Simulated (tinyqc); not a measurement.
Bias-temperature instability, empirical power law with universal recovery: one step of the calculation.

Threshold-voltage shift at the end of a stress: dV = A (V/V0)^g exp[-(Ea q/kB)(1/T - 1/T0)] (t/1 s)^n. After a delay tr the permanent share pp stays and the rest falls by r = 1/(1 + B (tr/t)^be). An empirical model: its parameters are fits, not properties.

Problem. Shift and lifetime at use conditions. The lifetime solves dV = dc; ten years are 3.15576e8 s.

Parameters, values chosen for the exercise: reference stress voltage V0 = 1.9 V; reference temperature T0 = 373 K; shift after 1 s at V0 and T0 A = 10 mV; time exponent n = 0.24; voltage exponent g = 5.9; apparent activation energy of the shift Ea = 0.07 eV; use voltage V = 0.77 V; use temperature T = 328 K; failure criterion dc = 50 mV.

Constants: q = 1.602176634e-19 C, kB = 1.380649e-23 J/K. Results are converted to the units shown.

Find: voltage factor; temperature factor; shift after ten years; lifetime; largest voltage for ten years.

Solution.

voltage factor = 0.004849
temperature factor = 0.7417
shift after ten years = 3.942 mV
lifetime = 3.954e5 years
largest voltage for ten years = 1.184 V

The device passes: the shift at ten years is below dc. A lifetime beyond 100 years is a far extrapolation of the power law. In time the voltage exponent is g/n = 24.6 and the activation energy Ea/n = 0.292 eV.

Program tinyqc, `OMP_NUM_THREADS=1 python tinyqc.py 2070017 2070018 out.jsonl`; Intel Xeon 2.30GHz, shared host, one thread, about 0.01 s.
